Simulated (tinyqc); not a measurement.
Inside a calculation. Model: grain-boundary trapping model (Seto) of a polycrystalline semiconductor film. Computed by tinyqc, a small Python program that keeps every step. Command: `OMP_NUM_THREADS=1 python tinyqc.py 3004216 3004217 out.jsonl poly walk`. One thread of a shared host (Intel(R) Xeon(R) Processor @ 2.30GHz), about 0.01 s of CPU time with the checks. Intermediate numbers are printed to about 5 digits and carried at full precision; extremes and crossings named in words are read from the listed rows.

Grains of equal size L are joined by thin boundaries with one trap level. Trapped carriers deplete a width W on each side and raise a barrier, crossed by thermionic emission. Dopants are fully ionised, statistics are non-degenerate and mu_g does not depend on T.

Inputs (values chosen for the exercise, modelled on polycrystalline silicon): permittivity eps = 11.7; effective mass m = 0.39 m_0; effective density of states at 300 K, N_c = 2e+19 1/cm^3; grain size L = 240 nm; trap density Q_t = 5.2e+12 1/cm^2; trap level E_t below the band edge = 0.41 eV; doping N = 1.5e+18 1/cm^3; mobility inside the grains mu_g = 92 cm^2/(V s); temperature T = 400 K.

Grain interior: resistance included.

Constants: e = 1.602176634e-19 C; eps_0 = 8.8541878128e-12 F/m; k_B = 8.617333262e-05 eV/K; m_0 = 9.1093837015e-31 kg; k_B = 1.380649e-23 J/K.

## Critical doping

If all traps fill, the grain is just depleted at N* = Q_t/L, with the barrier e Q_t L/(8 eps eps_0).

N* = 2.1667e+17 1/cm^3

barrier at N* with all traps filled = 2.4127 V

The traps stay filled only while e V_B is below E_t - k_B T ln(N_c(T)/N*) = 0.239 eV. The barrier above exceeds that or lies within 2 k_B T of it, so band bending brings the traps close to or above E_F before all fill, and the real maximum is lower.

## Barrier

N_c(T) = N_c (T/300 K)^(3/2). Filled traps Q = Q_t/(1 + (1/2) exp((E_t* - E_F)/k_B T)), where E_t* = e V_B - E_t and E_F are counted from the band edge at the grain centre. Partial depletion: Q = 2 N W, V_B = e N W^2/(2 eps eps_0), E_F = k_B T ln(N/N_c); solve for W. If that W would exceed L/2 the grain is fully depleted: W = L/2, Q = N L, and E_F follows from the trap equation. Centre density n_0 = N_c exp(E_F/k_B T).

depletion width W = 15.088 nm

barrier V_B = 0.26406 V

E_F = -0.10416 eV

centre density n_0 = 1.50e+18 1/cm^3

The grain is partly depleted; 87.0 % of the traps are filled, and they hold 12.6 % of the carriers.

## Resistivity and effective mobility

Boundary: sigma_b = L e^2 n_0 exp(-e V_B/k_B T)/sqrt(2 pi m k_B T); drift through the grain, depleted parts included: rho_g = [(1 - 2W/L) + (2W/L) int_0^1 exp(y^2 s^2) ds]/(e n_0 mu_g); rho = 1/sigma_b + rho_g. Mean carrier density n_av = n_0 [(1 - 2W/L) + (2W/L) (sqrt(pi)/2) erf(y)/y], y = sqrt(e V_B/k_B T); effective mobility 1/(e n_av rho).

boundary resistivity = 2.5514 ohm cm

drift resistivity rho_g = 0.89599 ohm cm

resistivity rho = 3.4474 ohm cm

mean carrier density = 1.3718e+18 1/cm^3

effective mobility = 1.3198 cm^2/(V s)

A single crystal with the same N and mu_g would have 0.0452 ohm cm, a factor 76.2 lower.

## Activation energy

E_a = d ln(rho)/d(1/k_B T) from T - 5 K and T + 5 K; temperature coefficient d ln(rho)/dT.

activation energy E_a = 0.36606 eV

temperature coefficient = -2.6554 %/K

E_a is close to the trap depth E_t = 0.41 eV, since carriers must leave the traps.

## Against the doping

The formulas are those given above.

The same film:
```
N (1/cm^3)  W (nm)  V_B (V)  mean density (1/cm^3)  mobility (cm^2/(V s))  rho (ohm cm)
6.50e+15    120.00  0.07238             1.5576e+13                 57.818    6.9304e+03
2.20e+16    120.00  0.24498             4.8195e+15                  2.187    5.9217e+02
5.40e+16     80.49  0.27050             2.9239e+16                  0.909    2.3477e+02
1.10e+17     57.27  0.27897             7.3856e+16                  0.715    1.1824e+02
1.70e+17     46.42  0.28331             1.2456e+17                  0.649    7.7182e+01
2.60e+17     37.75  0.28656             2.0334e+17                  0.612    5.0146e+01
4.30e+17     29.45  0.28844             3.5679e+17                  0.605    2.8905e+01
8.70e+17     20.54  0.28382             7.6708e+17                  0.729    1.1159e+01
2.20e+18     11.46  0.22344             2.0630e+18                  4.156    7.2796e-01
8.70e+18      2.99  0.06008             8.6198e+18                 78.797    9.1894e-03
```

The barrier peaks among these rows at N = 4.3e17 (0.288 V) and the mobility has its minimum at 4.3e17; N* is 2.2e17. While the grain is fully depleted (W = L/2) V_B grows as N; once all traps are filled it falls as 1/N (last exponent -0.96). From 5.4e16 to 8.7e17 it is pinned, because the trap level has met E_F and the traps fill only in part. Partly depleted rows (W < L/2) with e V_B below 2 k_B T stretch the depletion approximation. Where N approaches N_c the non-degenerate statistics fail. rho drops most steeply, as N^-3.2, between 2.2e18 and 8.7e18.

Checks made by the program: charge in the traps against the depleted charge (relative difference below 1e-10).
